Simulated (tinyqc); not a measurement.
# MOSFET in saturation, small-signal circuit and noise: what changes with what

Bias by the inversion coefficient IC = I/Ispec (charge-based model with velocity saturation; weak inversion below 0.1, strong above 10). Common-source circuit: gm, gds, Cgs, Cgd and Cj at the inner nodes, Rg in series with the gate; quasi-static, no source or drain resistance, no gate-body capacitance, no substrate network, no induced gate noise, so fmax is an upper estimate.

Values chosen for this exercise:
- T = 293 K (temperature)
- L = 90 nm (gate length)
- W = 5 um (total gate width)
- Cox = 2.07 uF/cm^2 (gate capacitance)
- mu = 230 cm^2/(V s) (mobility)
- n = 1.24 (slope factor)
- Ls = 15 nm (velocity-saturation length)
- sg = 0.048 (ratio gds/gm)
- Cov = 0.36 fF/um (overlap and fringe capacitance per side)
- Cj = 0.4 fF/um (drain junction capacitance)
- Rsh = 8 ohm (sheet resistance of the gate)
- Wf = 4 um (finger width)
- Rc = 100 ohm um (gate contact and vertical resistance)
- IC = 0.11 (inversion coefficient)
- gw = 0.04 (short-channel excess of the noise factor)
- Nt = 2e17 cm^-3 eV^-1 (oxide trap density)
- lt = 0.1 nm (tunnelling length into the oxide)
- ac = 0 V s/C (Coulomb scattering coefficient)

Constants: q = 1.602176634e-19 C, kB = 1.380649e-23 J/K, Vt = kB T/q. Results are converted to the units shown.

Each table varies one quantity; the others keep the values above.

## Effect of the finger width on speed and noise

Ispec = 2 n mu Cox (W/L) Vt^2, lc = Ls/L, gms = [sqrt((lc IC + 1)^2 + 4 IC) - 1]/[2 + lc (lc IC + 1)], gm = gms Ispec/(n Vt), gds = sg gm. qs = [sqrt(1 + 4 IC) - 1]/2, Cgs = Cox W L qs (2 qs + 3)/(3 (qs + 1)^2) + Cov W, Cgd = Cov W, Cd = Cj W, Rg = Rsh (Wf/L)/(12 Nf) + Rc/W with Nf = W/Wf fingers (not rounded) contacted at both ends. fT = gm/(2 pi (Cgs + Cgd)), fmax = fT/(2 sqrt(Rg (gds + 2 pi fT Cgd))). Channel noise Sid = 4 kB T gam n gm with gam = (1/2 + (2/3) qs)/(1 + qs) + gw lc IC, qs = [sqrt(1 + 4 IC) - 1]/2, lc = Ls/L (the last term an empirical rise with velocity saturation); at the gate, white noise Sw = Sid/gm^2 + 4 kB T Rg. Number fluctuation with correlated mobility: S(f) = K/f, K = q^2 Vt lt Nt/(W L Cox^2) (1 + ac mu Cox I/gm)^2, Vt in eV with Nt per eV. Corner fc = K/Sw. IC is held fixed.

The same in every row: I (uA) = 4.5999; fT (GHz) = 4.7716.

Effect of the finger width on speed and noise:
```
Wf (um),Rg (ohm),fmax (GHz),sqrt(Sw) (nV/Hz^0.5),fc (MHz)
0.25,20.093,68.526,8.8554,0.85728
0.5,20.370,68.057,8.8556,0.85724
1,21.481,66.274,8.8566,0.85704
2,25.926,60.326,8.8607,0.85625
4,43.704,46.464,8.8769,0.85313
8,114.81,28.666,8.9415,0.84085
```

What does the comparison show?

As Wf goes from 0.25 to 8 um, fT stays at 4.77 GHz, fmax falls from 68.5 to 28.7 GHz, the white noise rises from 8.86 to 8.94 nV/Hz^0.5 and the corner falls from 0.857 to 0.841 MHz. The finger width leaves fT alone and acts through Rg, whose sheet part goes as Wf^2. In every row fmax exceeds 4 fT, where channel resistance and substrate losses, left out here, would cap it.

## Effect of the overlap and fringe capacitance per side on speed and noise

Same model as above.

Corner fc = K/Sw. IC is held fixed.

The same in every row: I (uA) = 4.5999; Rg (ohm) = 43.704; sqrt(Sw) (nV/Hz^0.5) = 8.8769; fc (MHz) = 0.85313.

Results:
```
Cov (fF/um),fT (GHz),fmax (GHz)
0.05,15.968,215.37
0.15,9.0885,98.008
0.25,6.3520,64.055
0.35,4.8820,47.652
0.45,3.9645,37.956
0.65,2.8815,26.989
```

Estimate the missing row, Cov = 0.55 fF/um.

Computed row:
```
Cov (fF/um),fT (GHz),fmax (GHz)
0.55,3.3373,31.545
```

With this row back in the table: As Cov goes from 0.05 to 0.65 fF/um, fT falls from 16.0 to 2.88 GHz, fmax falls from 215 to 27.0 GHz, the white noise stays at 8.88 nV/Hz^0.5 and the corner stays at 0.853 MHz. In every row fmax exceeds 4 fT, where channel resistance and substrate losses, left out here, would cap it.

## From weak to strong inversion

Same model as above.

The last column is the figure of merit (gm/I) fT.

From weak to strong inversion:
```
IC,I (uA),gm/I (1/V),fT (GHz),fmax (GHz),(gm/I) fT (THz/V)
0.01,0.4182,31.60,0.5698,16.20,0.01800
0.03,1.255,30.96,1.601,27.09,0.04956
0.1,4.182,29.05,4.435,44.83,0.1289
0.3,12.55,25.33,9.550,65.06,0.2419
1,41.82,19.15,19.00,90.30,0.3639
3,125.5,13.13,33.29,118.0,0.4371
10,418.2,7.662,58.31,154.7,0.4468
30,1255,4.078,88.44,189.5,0.3606
100,4182,1.659,116.4,216.8,0.1931
```

Read the table: what changes, and by how much?

The efficiency gm/I falls from 31.6 to 1.66 1/V while fT rises from 0.570 to 116 GHz; fT goes as IC^(0.94) at the start and IC^(0.23) at the end (1/2 for a long channel, 0 at full velocity saturation, which sets in near IC = 1/lc^2 = 36.0). Their product goes from 0.0180 through a maximum of 0.447 (at IC = 10 among the rows listed) to 0.193 THz/V. For IC = 0.01 to 1 fmax exceeds 4 fT, where channel resistance and substrate losses, left out here, would cap it.

Program tinyqc, `OMP_NUM_THREADS=1 python tinyqc.py 2150040 2150041 out.jsonl`; Intel Xeon 2.30GHz, shared host, one thread, about 0.01 s.
